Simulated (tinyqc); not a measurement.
From results back to parameters: electrons shared among three sets of ellipsoidal valleys.

Problem. With Boltzmann statistics n(L)/n(Gamma) = R exp(-dE/kB T), where R = N_2/N_1 does not depend on T. Two ratios were computed from hidden R and dE.

Constants: kB = 8.617333262e-05 eV/K.

Values chosen for the exercise (out of a larger set: masses and offsets near those of GaSb; mobilities are free inputs, held fixed; not measured data): Ta = 300 K; Tb = 450 K.

ratio at Ta = 6.68030
ratio at Tb = 14.2949

Find: dE; R.

Solution. dE = kB ln(ratio_b/ratio_a)/(1/Ta - 1/Tb); then R = ratio_a exp(dE/kB Ta).

dE = 0.059 eV
R = 65.5

(tinyqc, `OMP_NUM_THREADS=1 python tinyqc.py 1651394 1651395 out.jsonl`, Intel(R) Xeon(R) Processor @ 2.30GHz, 1 thread, shared host, about 0.02 s.)
